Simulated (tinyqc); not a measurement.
Three-phonon processes in a diatomic chain: dispersion, energy and momentum conservation, and decay channels of optical phonons. Changing the heavy mass M. Computed by tinyqc, a small Python program. Command: `OMP_NUM_THREADS=1 python tinyqc.py 3121229 3121230 out.jsonl threeph sweep`. One thread of a shared host (Intel(R) Xeon(R) Processor @ 2.30GHz), about 0.01 s of CPU time with the checks.

Cell length a, two atoms, one spring constant. x = q a/pi runs from -1 to 1; A and O are the acoustic and optical branches. Matrix elements are not computed: only conservation laws and occupation factors are followed.

Inputs (values chosen for the exercise, for a model chain): light mass m = 10.8 u; spring constant k = 5.3 eV/angstrom^2.

Constants: nu for 1 eV/(angstrom^2 u) = 15.6333042 THz.

Method. omega^2 = k (1/m + 1/M) -/+ k sqrt((1/m + 1/M)^2 - 4 sin^2(pi x/2)/(m M)); nu = 15.6333042 THz x sqrt(omega^2) for eV/(angstrom^2 u). Acoustic top sqrt(2 k/M), optical bottom sqrt(2 k/m), optical top sqrt(2 k (1/m + 1/M)).

One run for each value:
```
heavy mass M (u),optical top over twice the acoustic top,optical bottom over twice the acoustic top,optical width over acoustic top,acoustic top (THz)
11.3,0.715,0.511,0.4076,15.14
14.0,0.758,0.569,0.3768,13.60
17.3,0.807,0.633,0.3474,12.24
21.6,0.866,0.707,0.3178,10.95
27.0,0.935,0.791,0.2897,9.80
31.3,0.987,0.851,0.2720,9.10
37.8,1.061,0.935,0.2505,8.28
48.6,1.173,1.061,0.2239,7.30
64.8,1.323,1.225,0.1963,6.32
```

What does the table show?

Over the rows, optical top over twice the acoustic top rises from 0.715 to 1.32 (exponent d ln y / d ln x 0.27 between the first rows and 0.42 between the last); optical bottom over twice the acoustic top rises from 0.511 to 1.22 (exponent d ln y / d ln x about 0.50 throughout); optical width over acoustic top falls from 0.408 to 0.196 (exponent d ln y / d ln x -0.37 between the first rows and -0.46 between the last).
